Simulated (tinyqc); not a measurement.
Piezoresistors in the (001) plane of a cubic crystal: effect of the direction of the resistor.

Plane stress in crystal axes x = [100], y = [010]. First-order piezoresistance: d rho_xx/rho = p11 sxx + p12 syy, d rho_yy/rho = p12 sxx + p11 syy, d rho_xy/rho = p44 sxy; a resistor along d = (cos th, sin th) changes by dR/R = d.(d rho/rho).d. Changes of geometry and second-order terms are left out.

For uniaxial stress along or across the current: pL = p11 - (A/2) sin^2(2 th), pT = p12 + (A/2) sin^2(2 th), A = p11 - p12 - p44. dR/R is for the given stress.

Values chosen for this exercise; coefficients close to those of lightly doped n-type silicon: piezoresistive coefficient p11 = -103 x 1e-11/Pa; piezoresistive coefficient p12 = 50.6 x 1e-11/Pa; piezoresistive coefficient p44 = -14.1 x 1e-11/Pa; stress sxx Sx = -112 MPa; stress syy Sy = 162 MPa; shear stress sxy St = -23 MPa.

Results:
```
th (deg)	pL (1e-11/Pa)	pT (1e-11/Pa)	pL - pT (1e-11/Pa)	dR/R (%)
0	-103.0	50.60	-153.6	19.73
10	-94.84	42.44	-137.3	18.58
30	-50.69	-1.712	-48.98	9.492
45	-33.25	-19.15	-14.10	-0.9857
60	-50.69	-1.712	-48.98	-11.55
75	-85.56	33.16	-118.7	-19.37
90	-103.0	50.60	-153.6	-22.35
```

Estimate the missing row, th = 20 deg.

Computed row:
```
th (deg)	pL (1e-11/Pa)	pT (1e-11/Pa)	pL - pT (1e-11/Pa)	dR/R (%)
20	-74.18	21.78	-95.96	15.02
```

With this row back in the table: The sum pL + pT = p11 + p12 = -52.4 holds in every row. |pL - pT|, which sets the output of a bridge under uniaxial stress, is largest at 0 and 90 degrees (154) and is 14.1 at 45 degrees. The change dR/R falls from 19.7 to -22.4 %.

Computed by the program tinyqc: `OMP_NUM_THREADS=1 python tinyqc.py 2530001 2530002 out.jsonl`, one thread of a shared Intel Xeon 2.30GHz, about 0.01 s for the whole run.
